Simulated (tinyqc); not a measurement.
A particle near a wafer in liquid: double-layer and van der Waals forces (DLVO), deposition barrier and removal: one step, computed by the program tinyqc.

Sphere and flat wall, Derjaguin approximation, constant potentials in the linear-superposition form, no retardation and no hydration force.

Problem. Barrier and secondary minimum. U(h) = Z R exp(-kappa h) - A R/(6 h); F(h) = -dU/dh = kappa Z R exp(-kappa h) - A R/(6 h^2), positive for repulsion. F = 0 reads x^2 exp(-x) = y with x = kappa h and y = A kappa/(6 Z); the left side peaks at x = 2 with 4/e^2 = 0.5413, so roots exist for smaller y: x < 2 is the barrier, x > 2 the secondary minimum.

Inputs (values chosen for the exercise, of the order of those for silica on silicon in water): particle radius R = 17 nm; Hamaker constant A = 1e-20 J; temperature T = 343 K.

kappa = 0.6455343 1/nm

Z = 4.382852 pN

Constants: k_B = 1.380649e-23 J/K.

Give: y; position of the barrier; barrier height; position of the secondary minimum; energy at the secondary minimum.

Solution.

y = 0.2455

position of the barrier = 1.092 nm

barrier height = 2.296 k_B T

position of the secondary minimum = 6.724 nm

energy at the secondary minimum = -0.6848 k_B T

A barrier of this size slows deposition by roughly exp(barrier).
